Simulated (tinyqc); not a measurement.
Inside a calculation: six-band hole subbands of a thin body in a field. Values are carried at full precision from step to step, so a last printed digit may differ when a step is redone from the rounded ones.

Constants: hbar^2/2m0 = 3.80998211 eV angstrom^2.

Inputs chosen for the exercise (near those of a p-type Ge channel; not measured data):
- S = (9.88, -2.68, 14.98) 1/TPa (compliances s11, s12, s44)
- sx = -0.5 GPa (stress along the channel [1-10], negative in compression)
- b = -2.53 eV (tetragonal potential)
- d = -5.25 eV (trigonal potential)
- g1 = 13.37 (Luttinger gamma1)
- g2 = 4.22 (gamma2)
- g3 = 5.68 (gamma3)
- face = 111 (surface)
- Dso = 0.295 eV (spin-orbit splitting)
- t = 75 angstrom (body thickness)
- F = 0.2 MV/cm (field across the body)
- kmax = 0.08 1/angstrom (end of the path)

## Strain and its block

exx = eyy = (s11 + s12) sx/2, ezz = s12 sx, exy = -s44 sx/4 (1 GPa/TPa = 1e-3). With e0 the traceless part, B_XX = 2b e0xx - b (e0yy + e0zz) and B_XY = sqrt(3) d exy.

strain, rows x, y, z and columns alike:
$$\begin{pmatrix}
-0.001800 & 0.001873 & 0 \\
0.001873 & -0.001800 & 0 \\
0 & 0 & 0.001340
\end{pmatrix}$$

B (eV), rows X, Y, Z and columns alike:
$$\begin{pmatrix}
0.00794 & -0.01703 & 0 \\
-0.01703 & 0.00794 & 0 \\
0 & 0 & -0.01589
\end{pmatrix}$$

## Confinement masses without spin-orbit coupling

C(n n^T)/c has C_XX = (g1 + 4 g2) nx^2 + (g1 - 2 g2)(ny^2 + nz^2) and C_XY = 6 g3 nx ny, n the unit normal; its eigenvalues are the inverse masses along n.

C(n n^T)/c, rows X, Y, Z and columns alike:
$$\begin{pmatrix}
13.3700 & 11.3600 & 11.3600 \\
11.3600 & 13.3700 & 11.3600 \\
11.3600 & 11.3600 & 13.3700
\end{pmatrix}$$

masses (m0): [0.4975, 0.4975, 0.0277]

## The matrix for one sine at q = 0

Basis X, Y, Z times spin, hole energies counted downwards from the unstrained edge (the hydrostatic shift is left out), c = hbar^2/2m0. For a symmetric tensor T let C(T) have C_XX = L Txx + M (Tyy + Tzz), C_XY = N Txy (cyclic), L = c (g1 + 4 g2), M = c (g1 - 2 g2), N = 6 c g3. k = q + kz n, n the unit normal, q = k1 u + k2 v with u along the channel [1-10] and v = n x u. H = C(k k^T) + (Dso/3)(1 - L.sigma) - B + e F z with (L_k)_ij = -i epsilon_kij; B is the block C built from the traceless strain with 2b, -b and sqrt(3) d in place of L, M, N. Strain: exx = eyy = (s11 + s12) sx/2, ezz = s12 sx, exy = -s44 sx/4. Hard walls at z = 0 and t; basis sin(j pi z/t), j = 1 to Nz: kz^2 = (j pi/t)^2, kz = -i D with D_jl = 4 j l/(t (j^2 - l^2)), z_jj = t/2 and z_jl = -8 t j l/(pi (j^2 - l^2))^2 for j + l odd; 1 MV/cm = 0.01 eV/angstrom.

Nz = 1, in meV.

H (meV), rows X+, Y+, Z+, X-, Y-, Z- and columns alike:
$$\begin{pmatrix}
254.77 & 92.97+98.33i & 75.94 & 0 & 0 & -98.33 \\
92.97-98.33i & 254.77 & 75.94 & 0 & 0 & 98.33i \\
75.94 & 75.94 & 278.60 & 98.33 & -98.33i & 0 \\
0 & 0 & 98.33 & 254.77 & 92.97-98.33i & 75.94 \\
0 & 0 & 98.33i & 92.97+98.33i & 254.77 & 75.94 \\
-98.33 & -98.33i & 0 & 75.94 & 75.94 & 278.60
\end{pmatrix}$$

## Its levels

Diagonalise; the levels come in pairs. Give each pair and its weights on X, Y, Z, summed over spin and averaged over the pair.

levels (meV): [80.15, 197.86, 510.13]

weights, rows X, Y, Z; columns pair 1, pair 2, pair 3:
$$\begin{pmatrix}
0.380 & 0.295 & 0.325 \\
0.380 & 0.295 & 0.325 \\
0.241 & 0.410 & 0.349
\end{pmatrix}$$

## More sines

The four lowest pairs at q = 0.

Hole energies (meV):
```
Nz  pair 1  pair 2  pair 3  pair 4
1    80.15  197.86  510.13       -
2    66.72  134.40  191.91  304.49
4    65.10  123.58  191.25  192.03
8    65.08  123.51  191.06  191.90
16   65.08  123.51  191.06  191.90
```

One sine is 15.06 meV off in the top subband, since the field mixes the sines. The second pair lies 58.4 meV deeper.

## Dispersion of the top subband

Nz = 14; the two lowest levels (spin-split where the field breaks inversion), in meV from their value at q = 0.

Energies (meV):
```
|q| (1/angstrom)     u a     u b    v a    v b
0.020              23.76   25.00  12.14  18.15
0.040              54.77   78.27  30.89  43.72
0.060              82.27  101.30  48.91  59.43
0.080             112.88  127.46  70.15  77.95
```

From the mean of each pair in the first row, c q^2/E gives 0.06 m0 along u and 0.10 m0 along v. The largest distance between a and b in the table is 23.50 meV. These masses hold for the first row only: the band bends further out.

## Checks

- Top level at q = 0 on (001) without field and stress against c (g1 - 2 g2)(pi/t)^2, eV: both 0.03296.
- Hermiticity, and E(q) against E(-q): they agree to 1e-10 or better.

Program tinyqc; command `OMP_NUM_THREADS=1 python tinyqc.py 1281698 1281699 out.jsonl`; about 0.4 s on one thread of a shared Intel(R) Xeon(R) Processor @ 2.30GHz.
